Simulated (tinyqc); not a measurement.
# Metal-interlayer-semiconductor contact, depinning against tunnelling resistance, step by step

Computed by the program tinyqc: `OMP_NUM_THREADS=1 python tinyqc.py 2270144 2270145 out.jsonl`, one thread of a shared Intel Xeon 2.30GHz, about 0.04 s for the whole run. Printed values are rounded.

Zero bias, n-type semiconductor. Gap states at the semiconductor surface thin out as exp(-be ti), which unpins the barrier; electrons must then cross the interlayer (a rectangular barrier, no voltage drop across it) and the parabolic depleted layer, both by WKB. Energies E are counted from the Fermi level; no image force, parabolic bands.

Inputs (values chosen for the exercise); semiconductor values close to those of germanium; interlayer mass of the order of that in titanium dioxide, offset chosen freely: temperature T = 300 K; band gap Eg = 0.663 eV; relative permittivity eps_r = 16.1; electron affinity chi = 3.95 eV; conduction-band density of states at T Nc = 1.04e19 cm^-3; tunnelling mass in the semiconductor mt = 0.123 m0; Richardson mass mA = 1.11 m0; donor density Nd = 8.9e18 cm^-3; charge-neutrality level above the valence band E0 = 0.089 eV; pinning factor without interlayer S0 = 0.05; metal work function phiM = 4.49 eV; interlayer thickness ti = 1.5 nm; conduction-band offset of the interlayer above the semiconductor dE = 0.18 eV; tunnelling mass in the interlayer mi = 0.29 m0; decay constant of gap states through the interlayer be = 1.9 1/nm.

Constants: q = 1.602176634e-19 C, kB = 1.380649e-23 J/K, eps0 = 8.8541878128e-12 F/m, hbar = 1.054571817e-34 J s, h = 6.62607015e-34 J s, m0 = 9.1093837015e-31 kg, Vt = kB T/q, hbar^2/(2 m0) = 0.0380998212 eV nm^2. Results are converted to the units shown.

## Pinning, barrier and scales

S = 1/(1 + (1/S0 - 1) exp(-be ti)); phiB = S (phiM - chi) + (1 - S)(Eg - E0); xi = Ec - EF deep inside, from Nd = Nc F(-xi/Vt), F(x) = (2/sqrt(pi)) int_0^infinity sqrt(u) du/(1 + exp(u - x)); band bending U = phiB - xi; E00 = (hbar/2) sqrt(Nd/(eps0 eps_r mt m0)) in volts; A = 4 pi q mA m0 kB^2/h^3.

S = 0.476408
phiB = 0.557802 eV
xi = -0.00370384 eV
U = 0.561506 eV
E00 = 0.0393602 eV
A = 133.392 A/(cm^2 K^2)

The interlayer moves the barrier from 0.572 eV to 0.558 eV; the unpinned limit is phiM - chi = 0.540 eV. E00/Vt = 1.52: by the usual rule of thumb (0.5 to 5) thermionic-field emission.

## Exponents and integrand on an energy grid

E, point 0 to 12 (eV): [0, 0.04, 0.08, 0.12, 0.16, 0.2, 0.24, 0.28, 0.32, 0.36, 0.4, 0.44, 0.48]

With U = phiB - xi: for xi < E < phiB, y = (E - xi)/U and G1 = (U/E00) [sqrt(1 - y) - y ln((1 + sqrt(1 - y))/sqrt(y))], G1 = 0 above phiB; G2 = 2 ti sqrt(mi max(phiB + dE - E, 0)/C), C = hbar^2/(2 m0); f = 1/(1 + exp(E/Vt)); integrand exp(-G1 - G2) f.

```
point       G1       G2           f  integrand (1e-9)
0      13.9174  7.10933         0.5           0.36913
1      11.5346  6.91393    0.175481           1.70666
2       9.7459  6.71284   0.0433331           3.08247
3       8.2306  6.50554  0.00954821           3.80277
4       6.9044  6.29142  0.00204752           3.80497
5       5.7270  6.06974  4.36474e-4           3.28613
6       4.6753  5.83965  9.29260e-5           2.52079
7       3.7349  5.60012  1.97787e-5           1.74600
8       2.8966  5.34988  4.20954e-6           1.10361
9       2.1551  5.08734  8.95913e-7           0.64108
10      1.5080  4.81050  1.90676e-7           0.34373
11      0.9562  4.51672  4.05812e-8           0.17040
12      0.5050  4.20245  8.63684e-9           0.07797
```

## Contact resistivity

1/rho_c = (A T^2/Vt^2) I, with I the trapezoid sum of the integrand over the grid.

I = 8.97287e-10 eV
rho_c = 0.062042 ohm cm^2

A fine grid from xi upwards gives rho_c = 0.06149 ohm cm^2; the coarse value is 0.89 % above it. The integrand peaks at E = 0.14 eV, and 0.052 % of the current flows above phiB. Tunnelling through the interlayer costs a factor of 546 at this barrier height; the bare contact (ti = 0) has rho_c = 1.55e-4 ohm cm^2, so with the interlayer rho_c is 397 times that.
